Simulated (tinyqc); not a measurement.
Ideality, resistance and saturation current from three points.

Question. Well above I0 a diode obeys V = n Vt ln(I/I0) + Rs I. Find n, Rs and I0.

Inputs (values chosen for the exercise):
```
symbol,value,unit,meaning
T,300,K,temperature
```

Constants: q = 1.602176634e-19 C, kB = 1.380649e-23 J/K, Vt = kB T/q. Results are converted to the units shown.

I (A): 4.1e-5  0.00038  0.0036
V (V): 0.10257824  0.18647311  0.44097594

Solution. The equation is linear in a = n Vt, Rs and c = -a ln I0; three points give a 3 x 3 system.

n = 1.11
Rs = 59.0 ohm
I0 = 1.25e-6 A

Program tinyqc, `OMP_NUM_THREADS=1 python tinyqc.py 2640021 2640022 out.jsonl`; Intel Xeon 2.30GHz, shared host, one thread, about 0.01 s.
